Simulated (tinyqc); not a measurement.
Current of a Schottky diode by thermionic-emission-diffusion theory, and its read-back from I-V-T and C-V data: one step, computed by the program tinyqc.

Full ionisation, no tunnelling, no recombination current. V is the voltage across the junction itself, forward positive.

Question. Current. N_c(T) = N_c (T/300 K)^(3/2); V_bi = phi_0 - (k_B T/e) ln(N_c(T)/N); surface field F = sqrt(2 e N (V_bi - V - k_B T/e)/(eps eps_0)); image lowering d_phi = sqrt(e F/(4 pi eps eps_0)); effective barrier phi = phi_0 - d_phi. Collection velocity v_R = A* T^2/(e N_c(T)); diffusion velocity v_D = mu F; J = e N_c(T) v_R/(1 + v_R/v_D) exp(-phi/k_B T) [exp(e V/k_B T) - 1]. Terminal voltage V + J R_s.

Inputs (values chosen for the exercise, modelled on n-type GaAs):

| quantity | value | unit |
|---|---|---|
| Richardson constant A* | 7.83 | A/(cm^2 K^2) |
| effective density of states at 300 K, N_c | 4.6e+17 | 1/cm^3 |
| permittivity eps | 12.9 | - |
| mobility mu | 4600 | cm^2/(V s) |
| barrier without image force phi_0 | 0.732 | eV |
| doping N | 4.2e+16 | 1/cm^3 |
| series resistance R_s | 0.34 | milliohm cm^2 |
| junction voltage V | 0.4 | V |
| temperature T | 300 | K |

Barrier: uniform.

Constants: k_B = 8.617333262e-05 eV/K; e = 1.602176634e-19 C; eps_0 = 8.8541878128e-12 F/m.

Give: v_R; v_D; current density J; terminal voltage.

Answer.

v_R = 9.562e+06 cm/s

v_D = 2.468e+08 cm/s

current density J = 4.626 A/cm^2

terminal voltage = 0.4016 V

v_D/v_R = 25.8: emission over the barrier limits the current.
